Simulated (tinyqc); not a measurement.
Inside a calculation. Model: chip with leakage that grows with temperature, electro-thermal loop and runaway.

tinyqc, about 0.01 s, one thread, Intel Xeon 2.30GHz (shared host): `OMP_NUM_THREADS=1 python tinyqc.py 2520133 2520134 out.jsonl` Printed values are rounded.

One temperature T for the device, T = T0 + Rth P(T), with P(T) = Pd + Pl (T/300 K)^2 exp[(q Ea/kB)(1/(300 K) - 1/T)]. The loop gain is Rth dP/dT; a solution is thermally stable when it is below one.

Parameters, values chosen for the exercise: ambient temperature T0 = 320 K; temperature-independent switching power Pd = 4.9 W; leakage power at 300 K Pl = 0.0514 W; activation energy of the leakage Ea = 0.27 eV; thermal resistance Rth = 10 K/W.

Constants: q = 1.602176634e-19 C, kB = 1.380649e-23 J/K. Results are converted to the units shown.

## Iteration 1: temperature by substitution

T at the start = 320 K

P(T) = Pd + Pl (T/300 K)^2 exp[(q Ea/kB)(1/(300 K) - 1/T)]; T(new) = T0 + Rth P(T).

P = 5.01233 W
T after iteration 1 = 370.123 K

## Iteration 2: temperature by substitution

As before.

P = 5.46593 W
T after iteration 2 = 374.659 K

## Course of the iteration: temperature by substitution

Stop when T changes by less than 1e-6 K, or after 200 iterations.

Course of the iteration:
```
iteration    T (K)  |change| (K)
1          370.123          50.1
2          374.659          4.54
3          375.425         0.765
4          375.562         0.137
5          375.587        0.0249
6          375.591       4.51e-3
7          375.592       8.18e-4
8          375.592       1.49e-4
9          375.592       2.70e-5
10         375.592       4.90e-6
11         375.592       8.89e-7
```

Converged in 11 iterations. At the end each change is about 0.18 times the one before: linear convergence.

## Loop gain and effective thermal resistance

converged T = 375.592 K

P(T) = Pd + Pl (T/300 K)^2 exp[(q Ea/kB)(1/(300 K) - 1/T)]; P'(T) = (P - Pd)(2/T + q Ea/(kB T^2)); G = Rth P'. A small change of T0 changes T by 1/(1 - G) times as much.

P = 5.55923 W
G = 0.181521
dT/dT0 = 1.22178

The feedback is positive: heating raises the power. A second, unstable solution lies at 538.8 K; above it the temperature runs away.
